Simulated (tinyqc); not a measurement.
Inside a calculation. Method: plane-wave Kohn-Sham cycle with exchange-only LDA in a layered model solid. One step of it, computed by the program tinyqc.

Question. Iteration 2: levels at that k. Diagonalise the Hermitian matrix.

H (hartree):
```
           -2         -1         +0         +1         +2
-2   0.680048  -0.280010   0.002375  -0.001114   0.000406
-1  -0.280010  -0.036283  -0.280010   0.002375  -0.001114
+0   0.002375  -0.280010  -0.179549  -0.280010   0.002375
+1  -0.001114   0.002375  -0.280010   0.250249  -0.280010
+2   0.000406  -0.001114   0.002375  -0.280010   1.253112
```

Give: eigenvalues.

Answer.

eigenvalues (hartree): -0.492  -0.012  0.354  0.788  1.330
